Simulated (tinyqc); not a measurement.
Surface photovoltage measurement of the minority-carrier diffusion length in a wafer: one step, computed by the program tinyqc.

Low injection, steady light, a depletion layer much thinner than 1/alpha and L. The excess density dn is taken at the front edge of the neutral region; light that reaches the back is lost.

Problem. The linear plot. alpha = (84.732/lambda - 76.417)^2 per cm with lambda in micrometre (an empirical fit for silicon between 0.7 and 1.05 micrometre). Thick wafer: dn = Phi L/((S_f + D/L)(L + 1/alpha)). Finite wafer, with s = S_b L/D, w = W/L, a = alpha L: dn = [Phi a/(a^2 - 1)] [a - B - exp(-alpha W)(a - s)/(cosh w + s sinh w)]/(S_f + B D/L), B = (sinh w + s cosh w)/(cosh w + s sinh w). Readings y = (Phi/dn) (1 + noise x g) at 780, 830, 880, 920, 950, 975 and 995 nm; a least-squares line y = c (1/alpha + L_app) gives L_app = intercept/slope.

Inputs (values chosen for the exercise, modelled on p-type silicon at room temperature):

| quantity | value | unit |
|---|---|---|
| diffusion length L | 430 | micrometre |
| wafer thickness W | 725 | micrometre |
| diffusivity D | 28.3 | cm^2/s |
| front recombination velocity S_f | 7100 | cm/s |
| back recombination velocity S_b | 1100 | cm/s |
| photon flux entering | 2.4e+11 | 1/(cm^2 s) |
| relative noise of each reading | 0.2 | % |

normal deviates g for the noise: -0.22  0.38  -0.33  -0.62  0.04  -0.20  -0.70

Give: the table «Readings» with the columns 1/alpha (micrometre), y (cm/s), line (cm/s), for lambda (nm) = 780, 830, 880, 920, 950, 975, 995; slope; apparent length L_app; error of L_app (rounded to 0.001).

Solution.

Readings:

| lambda (nm) | 1/alpha (micrometre) | y (cm/s) | line (cm/s) |
|---|---|---|---|
| 780 | 9.64 | 7943 | 7942 |
| 830 | 15.18 | 8055 | 8045 |
| 880 | 25.33 | 8231 | 8234 |
| 920 | 40.66 | 8509 | 8519 |
| 950 | 61.28 | 8903 | 8903 |
| 975 | 90.92 | 9453 | 9455 |
| 995 | 130.89 | 10202 | 10198 |

slope = 18.610 cm/(s micrometre)

apparent length L_app = 417.13 micrometre

error of L_app (rounded to 0.001) = -2.993 %

Without noise the error would be -3.5 %, from the finite thickness at W/L = 1.7. S_f scales all readings alike and leaves L_app unchanged.
